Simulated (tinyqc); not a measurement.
Inside a calculation. Model: capacitance of parallel on-chip lines from Laplace's equation on a mesh.

Numbers from tinyqc (`OMP_NUM_THREADS=1 python tinyqc.py 2790185 2790186 out.jsonl`; about 1 s on one thread of a shared Intel Xeon 2.30GHz). Printed values are rounded.

Cross-section of an endless row of equal lines between two grounded planes; neighbours are driven in antiphase (+1 V and -1 V), so the plane midway between two lines is at 0 V. By symmetry one quarter is solved: x runs from the centre of a line (column 0, mirror) to that midplane (column 4, 0 V), y from the mid-height of the line (row 0, mirror) to the ground plane (row 4, 0 V). The line fills columns 0 to 1 and rows 0 to 1 at 1 V. Cells beside the line (below row 1) have e2, cells above have e1. Each link between nodes has the conductance g = mean permittivity of the two cells beside it (a cell beyond a mirror counts as 0), and the free nodes obey sum g (V_neighbour - V) = 0.

Parameters, values chosen for the exercise: relative permittivity above and below the lines e1 = 2.7; relative permittivity between the lines e2 = 2.7; over-relaxation factor om = 1.

Constants: eps0 = 8.8541878128e-12 F/m. Results are converted to the units shown.

## Link conductances

gx[j, i] joins node (row j, column i) to column i + 1, gy[j, i] to row j + 1.

gx:

|  | col 0 | col 1 | col 2 | col 3 |
|---|---|---|---|---|
| row 0 | 1.35 | 1.35 | 1.35 | 1.35 |
| row 1 | 2.7 | 2.7 | 2.7 | 2.7 |
| row 2 | 2.7 | 2.7 | 2.7 | 2.7 |
| row 3 | 2.7 | 2.7 | 2.7 | 2.7 |
| row 4 | 1.35 | 1.35 | 1.35 | 1.35 |

gy:

|  | col 0 | col 1 | col 2 | col 3 | col 4 |
|---|---|---|---|---|---|
| row 0 | 1.35 | 2.7 | 2.7 | 2.7 | 1.35 |
| row 1 | 1.35 | 2.7 | 2.7 | 2.7 | 1.35 |
| row 2 | 1.35 | 2.7 | 2.7 | 2.7 | 1.35 |
| row 3 | 1.35 | 2.7 | 2.7 | 2.7 | 1.35 |

## Iteration 1: relaxation sweep

V at the start (V):

|  | col 0 | col 1 | col 2 | col 3 | col 4 |
|---|---|---|---|---|---|
| row 0 | 1 | 1 | 0 | 0 | 0 |
| row 1 | 1 | 1 | 0 | 0 | 0 |
| row 2 | 0 | 0 | 0 | 0 | 0 |
| row 3 | 0 | 0 | 0 | 0 | 0 |
| row 4 | 0 | 0 | 0 | 0 | 0 |

One sweep visits the free nodes row by row from row 0, left to right, and replaces V by V + om (weighted mean of the neighbours - V), using new values at once.

V after sweep 1 (V):

|  | col 0 | col 1 | col 2 | col 3 | col 4 |
|---|---|---|---|---|---|
| row 0 | 1.00000 | 1.00000 | 0.25000 | 0.06250 | 0.00000 |
| row 1 | 1.00000 | 1.00000 | 0.31250 | 0.09375 | 0.00000 |
| row 2 | 0.25000 | 0.31250 | 0.15625 | 0.06250 | 0.00000 |
| row 3 | 0.06250 | 0.09375 | 0.06250 | 0.03125 | 0.00000 |
| row 4 | 0.00000 | 0.00000 | 0.00000 | 0.00000 | 0.00000 |

## Iteration 2: relaxation sweep

As before.

V after sweep 2 (V):

|  | col 0 | col 1 | col 2 | col 3 | col 4 |
|---|---|---|---|---|---|
| row 0 | 1.00000 | 1.00000 | 0.42188 | 0.15234 | 0.00000 |
| row 1 | 1.00000 | 1.00000 | 0.41797 | 0.15820 | 0.00000 |
| row 2 | 0.42188 | 0.41797 | 0.24023 | 0.10742 | 0.00000 |
| row 3 | 0.15234 | 0.15820 | 0.10742 | 0.05371 | 0.00000 |
| row 4 | 0.00000 | 0.00000 | 0.00000 | 0.00000 | 0.00000 |

## Course of the relaxation

Stop when no node changes by 1e-7 V. C = 4 eps0 sum g (difference of V along the link)^2, in aF/um.

Course of the iteration:

| sweep | C (aF/um) | largest change (V) |
|---|---|---|
| 1 | 167.344 | 0.312 |
| 2 | 136.835 | 0.172 |
| 3 | 128.550 | 0.0752 |
| 4 | 125.834 | 0.0407 |
| 5 | 124.906 | 0.0234 |
| 6 | 124.585 | 0.0137 |
| 7 | 124.473 | 8.07e-3 |
| 8 | 124.435 | 4.75e-3 |
| 9 | 124.421 | 2.80e-3 |
| ... | ... | ... |
| 21 | 124.414 | 4.92e-6 |
| 22 | 124.414 | 2.90e-6 |
| 23 | 124.414 | 1.71e-6 |
| 24 | 124.414 | 1.01e-6 |
| 25 | 124.414 | 5.93e-7 |
| 26 | 124.414 | 3.50e-7 |
| 27 | 124.414 | 2.06e-7 |
| 28 | 124.414 | 1.21e-7 |
| 29 | 124.414 | 7.16e-8 |

Converged in 29 sweeps. Over the last four sweeps the change shrinks by about 0.59 a sweep. C comes down from above, since the solution minimises the energy.

## Capacitance per length

converged V (V):

|  | col 0 | col 1 | col 2 | col 3 | col 4 |
|---|---|---|---|---|---|
| row 0 | 1.00000 | 1.00000 | 0.59455 | 0.27383 | 0.00000 |
| row 1 | 1.00000 | 1.00000 | 0.55219 | 0.25038 | 0.00000 |
| row 2 | 0.59455 | 0.55219 | 0.36384 | 0.17549 | 0.00000 |
| row 3 | 0.27383 | 0.25038 | 0.17549 | 0.08775 | 0.00000 |
| row 4 | 0.00000 | 0.00000 | 0.00000 | 0.00000 | 0.00000 |

C = 4 eps0 sum g (difference of V)^2 over all links (twice the energy of the four quarters, line at 1 V). Plate estimate without fringing: eps0 [2 e1 w/hd + 2 e2 t/(s/2)], w = 2 hx, t = 2 hx, s/2 = 3 hx, hd = 3 hx.

C = 124.414 aF/um
plate estimate = 63.7502 aF/um

C depends on the shape only, not on the mesh step hx. Meshes 6, 12 and 24 times finer extrapolate (Aitken) to 115.8 aF/um; this mesh is 7.4 % above that, and the plate estimate is 45 % below it.
